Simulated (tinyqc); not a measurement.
Transmission against energy, and which matching rule a chain obeys: heterojunction of two tight-binding chains.

Left chain: hopping -t1, sites at 2 t1 (band bottom 0). Right chain: hopping -t2, sites at dE + 2 t2 (bottom dE). t = c/(m a^2), c = hbar^2/2m0. The bond across the interface is -tc with tc = f sqrt(t1 t2), and the last left site has the extra energy U. In a chain E = bottom + 2t (1 - cos(ka)); the surface Green function of a half chain is g = -exp(ika)/t, with Im k > 0 where cos(ka) > 1.

Constants: hbar^2/2m0 = 3.80998211 eV angstrom^2.

Values chosen for the exercise (masses and offset of the size met at InAs / GaSb; the results hold for these values, not for the real material): a = 3 angstrom (site spacing); m1 = 0.028 m0 (mass on the left); m2 = 0.044 m0 (mass on the right); dE = 0.77 eV (band offset); f = 1 (factor on the interface hopping); U = 0 eV (extra energy on the last left site).

Chain A is the junction as given; chain B has tc = sqrt(t1 t2) and U = 0; chain C has tc = t2 and U = t2 - t1, the finite-difference form of -d/dx (c/m) d/dx. Continuum formulas T = 4 x y/(x + y)^2 with parabolic k: x, y = k/m on each side (BenDaniel-Duke) or x, y = k (slope continuous).

T:
```
E - dE (eV),E (eV),chain A,chain B,chain C,k/m matched,k matched
0.002,0.772,0.2243,0.2243,0.1491,0.1500,0.2255
0.005,0.775,0.3307,0.3307,0.2251,0.2264,0.3324
0.010,0.780,0.4333,0.4333,0.3023,0.3039,0.4354
0.020,0.790,0.5522,0.5522,0.3978,0.3998,0.5545
0.050,0.820,0.7197,0.7197,0.5476,0.5499,0.7220
0.100,0.870,0.8352,0.8352,0.6678,0.6702,0.8372
0.200,0.970,0.9232,0.9232,0.7785,0.7808,0.9246
0.400,1.170,0.9756,0.9756,0.8656,0.8676,0.9763
```

Chain C follows the k/m rule within 0.0024 and chain B the plain k rule within 0.0024, while the two rules differ by up to 0.1721: in B the self-energy of the right side is -t1 exp(i k2 a), so only k2 enters, and in C it is -t2 exp(i k2 a), which carries 1/m2. Chain A is chain B here.

Computed by tinyqc, a small Python program: `OMP_NUM_THREADS=1 python tinyqc.py 1452083 1452084 out.jsonl` (the numbers bound the seed that draws the inputs); one thread of a shared host (Intel(R) Xeon(R) Processor @ 2.30GHz), about 0.01 s for the whole set of steps.
